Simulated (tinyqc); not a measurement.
# Chemical vapour deposition: Grove model, boundary layer, depletion and step coverage, step by step

A worked calculation. Computed by tinyqc, a small Python program that keeps every step. Command: `OMP_NUM_THREADS=1 python tinyqc.py 3018697 3018698 out.jsonl cvd walk`. One thread of a shared host (Intel(R) Xeon(R) Processor @ 2.30GHz), about 0.05 s of CPU time with the checks. Intermediate numbers are printed to about 5 digits and carried at full precision; extremes and crossings named in words are read from the listed rows.

A precursor diffuses to the surface and reacts there at first order; each molecule that reacts adds one formula unit of film.

Inputs (values chosen for the exercise, close to those used for silicon nitride (counted as SiN4/3)):
```
quantity                                            value                unit
prefactor k0 of k_s                               2.3e+08                cm/s
activation energy E                                  1.83                  eV
temperature T                                         710                   C
total pressure p                                      760                torr
mole fraction of the precursor Y                    0.001                   -
gas diffusivity D0 at 273.15 K and 760 torr          0.53              cm^2/s
film density N                                      4e+22  formula units/cm^3
precursor mass M                                      101                   u
trench width w                                       0.21                  um
aspect ratio of the trench                             81                   -
gas velocity U                                         34                cm/s
kinematic viscosity nu0 at 273.15 K and 760 torr     0.92              cm^2/s
susceptor length L                                     15                  cm
channel height b                                      3.5                  cm
```

Reactor: horizontal, atmospheric.

Constants: k_B = 1.380649e-23 J/K; u = 1.6605390666e-27 kg; k_B = 8.617333262e-05 eV/K.

## Gas-phase and surface constants

k_s = k0 exp(-E/(k_B T)); C_g = Y p/(k_B T), 1 torr = 133.322 Pa; D = D0 (T/273.15)^1.75 (760/p). Temperatures in kelvin are T(C) + 273.15. Mean speed c = sqrt(8 k_B T/(pi M)); reactive sticking probability beta = 4 k_s/c.

surface rate constant k_s = 0.095690 cm/s

precursor density C_g = 7.4647e+15 1/cm^3

gas diffusivity D = 4.9849 cm^2/s

mean speed c = 45398 cm/s

sticking probability beta = 8.4312e-06

## Boundary layer

nu = nu0 (T/273.15)^1.75 (760/p); Re = U L/nu; mean boundary layer delta = (2/3) L/sqrt(Re), at most b/2; h_g = D/delta.

Reynolds number Re = 58.939

boundary layer delta = 1.3026 cm

mass-transfer coefficient h_g = 3.8270 cm/s

## Growth rate at the inlet

Fluxes in series: C_s = C_g/(1 + k_s/h_g); growth rate G = k_s h_g/(k_s + h_g) C_g/N; 1 cm/s = 6e8 nm/min.

ratio k_s/h_g = 0.025004

C_s/C_g = 0.97561

growth rate G at the inlet = 10.453 nm/min

The surface reaction limits the rate, so temperature must be uniform.

## Depletion along the susceptor

Plug flow: U b dC/dx = -k_eff C with k_eff = k_s h_g/(k_s + h_g), so C falls as exp(-k_eff x/(U b)); the used share of the precursor is 1 - C(L)/C(0).

k_eff = 0.093356 cm/s

depletion length = 1274.7 cm

rate at the outlet over rate at the inlet = 0.98830

rate at the outlet = 10.331 nm/min

1.2 % of the precursor is used.

## Reaction control against transport control

The formulas are those given above.

Rates:
```
T (C)  k_s (cm/s)  h_g (cm/s)  G (nm/min)  reaction limit (nm/min)  transport limit (nm/min)
510    3.8476e-04      3.1364  5.4078e-02               5.4084e-02                    440.87
560    1.9586e-03      3.3109  2.5863e-01               2.5879e-01                    437.47
610    8.2920e-03      3.4841  1.0311e+00               1.0336e+00                    434.30
660    3.0076e-02      3.6561  3.5191e+00               3.5481e+00                    431.32
710    9.5690e-02      3.8270  1.0453e+01               1.0714e+01                    428.51
760    2.7218e-01      3.9968  2.7152e+01               2.9001e+01                    425.86
810    7.0297e-01      4.1655  6.1129e+01               7.1445e+01                    423.35
860    1.6698e+00      4.3333  1.1709e+02               1.6221e+02                    420.97
910    3.6865e+00      4.5001  1.8855e+02               3.4300e+02                    418.71
```

The apparent activation energy of G is 1.76 eV between the first rows and 1.10 eV between the last, against E = 1.83 eV. k_s stays below h_g, but mixed control begins at the hot end, which lowers the slope there. In the reaction limit the slope is E - k_B T, because C_g falls as 1/T; any further lowering comes from transport.

## Step coverage in a trench

In a long trench of width w and depth l = aspect ratio x w: Knudsen diffusivity D_K = (2w) c/3 (hydraulic diameter 2w), combined as 1/D_e = 1/D_K + 1/D; D_e d2C/dz2 = 2 k_s C/w with D_e dC/dz = -k_s C at the floor. With m = sqrt(2 k_s/(w D_e)): C(floor)/C(top) = 1/[cosh(m l) + (k_s/(D_e m)) sinh(m l)].

Knudsen diffusivity D_K = 0.63557 cm^2/s

effective diffusivity D_e = 0.56370 cm^2/s

modulus m l = 0.21628

step coverage = 0.97678

Gas collisions matter in the trench as well as wall collisions. Coverage is nearly conformal. Caution: the hydraulic-diameter form of D_K is rough for a slit.

Checks made by the program: step coverage against a numerical boundary-value solution (relative difference below 1e-10).
